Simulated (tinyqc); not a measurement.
CMOS latch-up, two-transistor model: effect of the temperature.

A parasitic pnp (emitter at Vdd, base shunted by Rw) and npn (emitter at ground, base shunted by Rs) feed each other: the npn collector current flows out of the pnp base node, the pnp collector current into the npn base node. Forward-active transistors with constant gains: Icn = Isn exp(Vn/Vt), Icp = Isp (exp(Vp/Vt) - 1). A current Ii is injected into the npn base node.

Isn, Isp and Von are given at 273 K; the currents scale as T^3 exp(-1.12 V/Vt), Von falls by 1.5 mV/K, gains and resistances are fixed. Node equations: Vp/Rw + Icp/bp = Icn and Vn/Rs + Icn/bn = Icp + Ii. Loop gain G = gn gp/[(1/Rw + gp/bp)(1/Rs + gn/bn)], gn = Icn/Vt, gp = (Icp + Isp)/Vt; the off state ends where G = 1, and Ii there is the trigger current. On state with both base-emitter voltages at Von: npn base current Ib = (Von/Rs + bp Von/Rw)/(bn bp - 1), holding current Ih = (bn + 1) Ib + Von/Rs, holding voltage Vh = Vsat + Von + R2 (Ib + Von/Rs).

Inputs (values chosen for the exercise); values close to those of bulk CMOS:
```
symbol    value  unit                                                     meaning
bn         10.5                                           current gain of the npn
bp          4.9                                           current gain of the pnp
Isn     4.9e-17     A  saturation current of the npn at the reference temperature
Isp     2.6e-17     A  saturation current of the pnp at the reference temperature
Rs          260   ohm                       substrate resistance shunting the npn
Rw         4000   ohm                            well resistance shunting the pnp
R2          130   ohm           resistance from the pnp collector to the npn base
Von        0.75     V                        base-emitter voltage in the on state
Vsat       0.16     V                                          saturation voltage
Vdd         2.5     V                                              supply voltage
```

Constants: q = 1.602176634e-19 C, kB = 1.380649e-23 J/K, Vt = kB T/q. Results are converted to the units shown.

Effect of the temperature:
```
T (K),Vn at trigger (V),trigger current (mA),Ih (mA),Vh (V)
233,0.7536,2.912,4.052,1.386
263,0.6963,2.689,3.827,1.317
293,0.6375,2.460,3.602,1.249
323,0.5772,2.225,3.376,1.181
353,0.5155,1.983,3.151,1.113
383,0.4523,1.735,2.926,1.045
413,0.3877,1.480,2.701,0.9771
443,0.3218,1.217,2.476,0.9090
```

As T goes from 233 to 443 K, the trigger current falls from 2.91 to 1.22 mA, Ih falls from 4.05 to 2.48 mA and Vh falls from 1.39 to 0.909 V. Vh exceeds the supply Vdd = 2.5 V, which then cannot sustain a latched state, in 0 of the 8 rows.

Computed by the program tinyqc: `OMP_NUM_THREADS=1 python tinyqc.py 2670108 2670109 out.jsonl`, one thread of a shared Intel Xeon 2.30GHz, about 0.06 s for the whole run.
